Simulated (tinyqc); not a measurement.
## Polarisation charge from two barrier thicknesses

Question. VT = phiB - dEc - q sigma d/(eps0 eps_r). Find sigma, phiB - dEc and the thickness at which VT = 0.

Inputs (values chosen for the exercise): relative permittivity of barrier and channel eps_r = 9.2.

Constants: q = 1.602176634e-19 C, eps0 = 8.8541878128e-14 F/cm where lengths are in cm. Results are converted to the units shown.

VT for d = 15 and 25 nm (V): [-2.6450126, -4.9608743]

Solution. VT is linear in d.

sigma = 1.177e13 cm^-2
phiB - dEc = 0.8288 V
thickness for VT = 0 = 3.579 nm

Numbers from tinyqc (`OMP_NUM_THREADS=1 python tinyqc.py 2570141 2570142 out.jsonl`; about 0.01 s on one thread of a shared Intel Xeon 2.30GHz).
